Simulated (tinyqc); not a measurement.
Comparisons within one model: ionisation potential and affinity of a slab from the planar-averaged potential. A value that a table varies takes the place of the one given here.

A model of the planar-averaged electrostatic energy of an electron in a periodic cell of N1 periods of A (L1 = N1 n1 h) and N2 periods of vacuum (L2 = N2 n2 h), on z_j = j h: V(z) = f VA + (1 - f) VB + F t(z), VA = V1[0] + V1[1] cos(2 pi z/(n1 h)) + V1[2] cos(4 pi z/(n1 h)), VB the same with V2, n2 and z - L1. f = [tanh(z/w) - tanh((z - L1)/w) + tanh((z - L1 - L2)/w)]/2 + 1/2; t(z) = z - L1/2 in A and (L1/L2)(L1 + L2/2 - z) beyond, so that the cell is periodic.

Running mean over n points, periodic: for odd n the plain mean of the n points centred on j; for even n the n + 1 points with half weight at both ends. The macroscopic average applies the mean over n1 points and then over n2 points.

Parameters, chosen for this exercise (gap near that of Si; the results hold for these values, not for the real material): h = 0.3 angstrom (grid step); n1 = 5 (grid points per period of A); n2 = 5 (grid points per period of the vacuum filter); V1 = (-11.9, 2.45, 0.63) eV (mean and two harmonics of the potential in A); V2 = (0, 0, 0) eV (the same in vacuum); w = 0.34 angstrom (width of the interfaces); N1 = 4 (periods of A); N2 = 5 (periods of vacuum); F = 0 eV/angstrom (slope in A from opposite charges on the two interfaces).

## How thick the regions must be

N1 = N2 = N, no slope (F = 0); dV is read at j = floor(N n1/2) and N n1 + floor(N n2/2). The exact value is V2[0] - V1[0].

Results:

| N | L1 (angstrom) | dV (eV) | error (meV) |
|---|---|---|---|
| 1 | 1.50 | 5.4027 | -6497.27 |
| 2 | 3.00 | 11.4622 | -437.84 |
| 3 | 4.50 | 11.8914 | -8.61 |
| 4 | 6.00 | 11.8999 | -0.07 |
| 5 | 7.50 | 11.9000 | 0.00 |
| 6 | 9.00 | 11.9000 | 0.00 |

The error is below 10 meV from N = 3 on. The two windows together span 3.00 angstrom and must fit between the interface tails, which fall as exp(-2 z/w); the errors at N = 2, 3 and 4 are -437.84, -8.61 and -0.07 meV.

## The choice of windows

dV read at j = 10 and 32 after means over the numbers of points listed; ripple is the spread over the five points around each.

Results:

| windows | dV (eV) | ripple in A (meV) | ripple in vacuum (meV) |
|---|---|---|---|
| none | 8.820 | 4867 | 0 |
| 5 only | 11.900 | 0 | 0 |
| 6 only | 12.198 | 575 | 0 |
| 6, 6 | 11.854 | 77 | 0 |
| 5, 5 | 11.900 | 1 | 0 |

Which rows can be used, and how does a wrong window show?

The last row matches both periods and lies 0 meV from the value of a thick cell, V2[0] - V1[0] = 11.900 eV. Against it the raw potential errs by -3.08 eV. Within 20 meV of it lie: 5 only. A window one point too long leaves a ripple of 575 meV in A, against 1 meV in the last row: the ripple is the sign to look for. Rows to use, with under 30 meV of ripple in both regions once the tilt is taken off: 5 only and 5, 5. A row with a large ripple can hit the right value only by chance.

Run: tinyqc, `OMP_NUM_THREADS=1 python tinyqc.py 1881029 1881030 out.jsonl`; Intel(R) Xeon(R) Processor @ 2.30GHz, one thread, shared host; about 0.01 s of CPU time with all checks.
